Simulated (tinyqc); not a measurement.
Round or elliptic silicon nanowire with anisotropic valleys (Ritz method), step by step. Values are carried at full precision from step to step, so a last printed digit may differ when a step is redone from the rounded ones.

Wire along x = [110] on a (001) wafer, y = [-110], z = [001]. Valley groups (w = inverse masses): A, two valleys along z: w_y = 1/mt, w_z = 1/ml, m_x = mt; B, four valleys in the wafer plane: w_y = (1/ml + 1/mt)/2, w_z = 1/mt, m_x = (ml + mt)/2.

Constants: hbar^2/2m0 = 3.80998211 eV angstrom^2; kB = 8.617333262e-05 eV/K.

Parameters, chosen for this exercise (near those of a Si nanowire; the results hold for these values, not for the real material): ml = 0.922 m0 (longitudinal mass); mt = 0.186 m0 (transverse mass); a = 16 angstrom (semi-axis along y); b = 16 angstrom (semi-axis along z); group = B (valley group worked out); T = 300 K (temperature).

## Stretching the ellipse

Scaling y by 1/sqrt(w_y) and z by 1/sqrt(w_z) makes the mass 1 and the semi-axes A = a/sqrt(w_y), B = b/sqrt(w_z). List them with the one-function estimate 3c (1/A^2 + 1/B^2) and the slender limit c (pi/2s)^2 (1 + 2s/(pi l)), s and l the smaller and larger of A, B; c = hbar^2/2m0.

Groups:
```
group  g     A      B  axis ratio  one function (eV)  slender limit (eV)
A      2  6.90  15.36       2.226             0.2885              0.2539
B      4  8.90   6.90       1.290             0.3843              0.2949
```

The one-function value suits axis ratios near 1 and the slender limit ratios well above 2.

## Matrices of three even functions

Hard wall on the ellipse (y/a)^2 + (z/b)^2 = 1, c = hbar^2/2m0. With u = y/a, v = z/b the operator is -c [(w_y/a^2) d2/du2 + (w_z/b^2) d2/dv2] on the unit disc. Basis (1 - u^2 - v^2) u^i v^j; S, X and Y are the disc integrals of f f', (df/du)(df'/du) and (df/dv)(df'/dv), from the integral of u^p v^q = 2 Gamma((p+1)/2) Gamma((q+1)/2)/((p + q + 2) Gamma((p+q+2)/2)) for even p, q; H = c (w_y X/a^2 + w_z Y/b^2).

Basis 1, u^2, v^2 times (1 - u^2 - v^2); form S and H for the chosen group.

S, lower triangle:
```
            1       u^2       v^2
1    1.047198
u^2  0.130900  0.039270
v^2  0.130900  0.013090  0.039270
```

H (meV), lower triangle:
```
            1      u^2      v^2
1    402.4161
u^2   67.0693  50.3247
v^2   67.0693   8.3837  67.0466
```

## Lowest level in this basis

Solve H p = E S p for the wire level; give E, the ratios p2/p1 and p3/p1, and H11/S11.

E = 369.8 meV

ratios: -0.49  -0.32

one function = 384.3 meV

The two added functions lower the level by 14.5 meV (3.8 %), mostly by narrowing the state along u, the direction in which the stretched ellipse is long.

## Subbands

Converged values use 21 functions of each parity class (e or o in u, then in v).

The nine lowest levels of all groups and parity classes.

Subbands:
```
group, parity  g  m_x (m0)  E (eV)
A ee           2    0.1860  0.2731
B ee           4    0.5540  0.3697
A eo           2    0.1860  0.4567
A ee           2    0.1860  0.7064
B oe           4    0.5540  0.8208
A oe           2    0.1860  0.9209
A eo           2    0.1860  1.0261
B eo           4    0.5540  1.0549
A oo           2    0.1860  1.2120
```

At 300 K and without degeneracy the populations go as g sqrt(m_x) exp(-E/kB T): among these nine the lowest level holds 92 % and the light transport mass mt 92 % of the electrons. Levels above about 0.3 eV lie beyond parabolic valleys and hard walls.

## Checks

- Circle of radius a with both masses mt against c (2.404826/R)^2/m, eV: both 0.4627.

Computed by tinyqc, a small Python program: `OMP_NUM_THREADS=1 python tinyqc.py 1280205 1280206 out.jsonl` (the numbers bound the seed that draws the inputs); one thread of a shared host (Intel(R) Xeon(R) Processor @ 2.30GHz), about 0.05 s for the whole set of steps.
